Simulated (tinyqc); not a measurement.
Spectrum around the gap: Franz-Keldysh effect at a direct gap.

Parabolic bands, vertical transitions, no excitons. For each hole band j: mr = me mj/(me + mj); joint density of states J_j(E) = (mr/c)^(3/2) sqrt(E - Eg)/(2 pi^2), both spins, c = hbar^2/2m0; averaged matrix element |e.p|^2 = m0 Ep/6; alpha_j(E) = 4 pi^2 alpha_f c Ep J_j/(3 nr E) in 1/angstrom (alpha_f the fine-structure constant, listed as alpha among the constants), times 1e8 for 1/cm.

In a field Fd (1 kV/cm = 1e-5 V/angstrom) the electro-optic energy of band j is th = (c (e Fd)^2/mr)^(1/3), and sqrt(E - Eg) in J_j is replaced by pi sqrt(th) [Ai'(b)^2 - b Ai(b)^2] with b = (Eg - E)/th; Ai is the Airy function.

Constants: hbar^2/2m0 = 3.80998211 eV angstrom^2; fine-structure constant alpha = 0.007297352564.

Inputs chosen for the exercise (near those of GaAs; the results hold for these values, not for the real material):
```
symbol  value   unit   meaning
Eg      1.395   eV     direct gap
me      0.0652  m0     electron mass
mhh     0.5     m0     heavy-hole mass
mlh     0.0823  m0     light-hole mass
Ep      26.5    eV     Kane energy
nr      3.63           refractive index
Fd      140     kV/cm  uniform field
```

Absorption (1/cm):
```
E - Eg (eV)  alpha(0)   alpha(F)  change
-0.1265             0      2.792       3
-0.1012             0      12.10      12
-0.0759             0      47.42      47
-0.0506             0      165.4     165
-0.0253             0      504.4     504
0.0000              0       1318    1318
0.0253           4237       2886   -1351
0.0506           5886       5178    -708
0.0759           7085       7478     392
0.1265           8843       8869      26
0.1518           9529       9172    -356
0.2024          10654  1.082e+04     161
0.2529          11544  1.158e+04      40
```

Give the missing row, E - Eg (eV) = 0.1012.

Computed row:
```
E - Eg (eV)  alpha(0)  alpha(F)  change
0.1012           8043      8731     687
```

At the gap alpha(F) = 1318 1/cm; 101.2 meV below it 12.1 1/cm remain, the tail falling as exp(-(4/3) b^(3/2)). Among the energies listed the largest rise is 1318 1/cm at E - Eg = 0.0 meV and the largest fall -1351 1/cm at 25.3 meV. It changes sign between 0.0 and 25.3 meV, between 50.6 and 75.9 meV, between 126.5 and 151.8 meV and between 151.8 and 202.4 meV; th is 50.6 meV for heavy holes and 59.0 meV for light holes.

(tinyqc, `OMP_NUM_THREADS=1 python tinyqc.py 1681763 1681764 out.jsonl`, Intel(R) Xeon(R) Processor @ 2.30GHz, 1 thread, shared host, about 0.01 s.)
